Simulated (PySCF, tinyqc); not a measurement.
Inside a calculation. Method: G0W0 on RHF in the sto-6g basis, for H3+, spin multiplicity 1. The lowest restricted solution is unstable here: a spin-polarised one lies 0.0096 hartree lower (PySCF). One step of it, computed by the program tinyqc.

Problem. Screening: direct RPA. With D = e_a - e_i and K = (ia|jb): diagonalise D^(1/2) (D + 4K) D^(1/2) = Z w^2 Z^T; X + Y = D^(1/2) Z w^(-1/2), each column of Z with its largest component positive (the first on a tie); E_c = (sum w - tr (D + 2K)) / 2.

orbital energies (hartree): [-0.847923, -0.339127, 0.089242]

Two-electron integrals over orbitals (pq|rs), unique and non-zero (hartree):
```
(11|11) 0.524872    (21|21) 0.148047    (22|11) 0.442258    (22|22) 0.506281
(31|11) 0.090546    (31|22) -0.053244   (31|31) 0.144354    (32|21) -0.146438
(32|32) 0.161920    (33|11) 0.531534    (33|22) 0.469250    (33|31) 0.079186
(33|33) 0.563365
```

Give: D^(1/2) (D + 4K) D^(1/2); excitation energies w; X + Y; RPA correlation energy.

Solution.

D^(1/2) (D + 4K) D^(1/2) (hartree^2), order 1>2, 1>3:
```
[[0.560, 0.000],
 [0.000, 1.419]]
```

excitation energies w (hartree): [0.748, 1.191]

X + Y, order 1>2, 1>3:
```
[[0.824, 0.000],
 [0.000, 0.887]]
```

RPA correlation energy = -0.04546 hartree
